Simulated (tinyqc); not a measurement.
Thin-body transistor below threshold, two-dimensional Poisson equation on a small mesh: two steps of the calculation.

A thin body on a thick buried insulator of low permittivity, taken as carrying no normal field at the bottom of the body (row 0). Mobile charge is neglected (subthreshold), the body is fully depleted, and potentials are counted from the intrinsic level; rows run upward to the gate, columns from source to drain.

Parameters, values chosen for the exercise; semiconductor permittivity close to that of silicon: relative permittivity of the semiconductor eps_r = 11.7; relative permittivity of the insulator eox = 9; body thickness tb = 8 nm; insulator thickness tox = 4 nm; channel length L = 50 nm; acceptor density of the depleted body Na = 1.1e18 cm^-3.

Constants: q = 1.602176634e-19 C, eps0 = 8.8541878128e-14 F/cm where lengths are in cm. Results are converted to the units shown.

Problem 1. Coefficients of the five-point equations. Mesh: rows i = 0..2 in the semiconductor (step hs = tb/2, row 2 on the interface), then 2 step(s) ho = tox/2 up to the gate row 4; columns j = 0..5 (step hy = L/5). Box integration, divided by eps0: up_i = eps hy/h of the interval above row i, dn_i = that of the interval below (0 for row 0), lat_i = (sum of eps h/2 over the intervals above and below)/hy, s_i = -q Na w_i hy/eps0 with w_i the semiconductor height of the box (hs/2 for row 0 and the interface row, hs between, 0 in the insulator). Each free node obeys (up + dn + 2 lat) psi = up psi(above) + dn psi(below) + lat [psi(left) + psi(right)] + s.

Wanted: up; dn; lat; s.

Solution 1.

```
row     up     dn    lat    s (V)
0    29.25      0  2.340  -0.3981
1    29.25  29.25  4.680  -0.7962
2    45.00  29.25  3.240  -0.3981
3    45.00  45.00  1.800        0
```

Problem 2. Gauss-Seidel sweep. Free nodes: rows 0..3, columns 1..4, taken row by row from row 0, left to right. t = (up psi(above) + dn psi(below) + lat [psi(left) + psi(right)] + s)/(up + dn + 2 lat), with the newest neighbours; psi(new) = t.

psi at the start (fixed values on the edges, free nodes at zero) (V):
```
              j=0         j=1         j=2         j=3         j=4         j=5
row 0   0.5800000   0.0000000   0.0000000   0.0000000   0.0000000   1.2800000
row 1   0.5800000   0.0000000   0.0000000   0.0000000   0.0000000   1.2800000
row 2   0.5800000   0.0000000   0.0000000   0.0000000   0.0000000   1.2800000
row 3   0.2600000   0.0000000   0.0000000   0.0000000   0.0000000   0.6100000
row 4  -0.0600000  -0.0600000  -0.0600000  -0.0600000  -0.0600000  -0.0600000
```

```
row     up     dn   lat        s (V)
0    29.25      0  2.34  -0.39809282
1    29.25  29.25  4.68  -0.79618564
2       45  29.25  3.24  -0.39809282
3       45     45   1.8            0
```

Give: psi after iteration 1.

Solution 2.

psi after iteration 1 (V):
```
           j=0      j=1      j=2      j=3      j=4      j=5
row 0   0.5800   0.0283  -0.0098  -0.0124   0.0757   1.2800
row 1   0.5800   0.0405  -0.0132  -0.0180   0.1079   1.2800
row 2   0.5800   0.0330  -0.0084  -0.0118   0.0851   1.2800
row 3   0.2600  -0.0080  -0.0330  -0.0351   0.0231   0.6100
row 4  -0.0600  -0.0600  -0.0600  -0.0600  -0.0600  -0.0600
```

Program tinyqc, `OMP_NUM_THREADS=1 python tinyqc.py 2480144 2480145 out.jsonl`; Intel Xeon 2.30GHz, shared host, one thread, about 0.1 s.
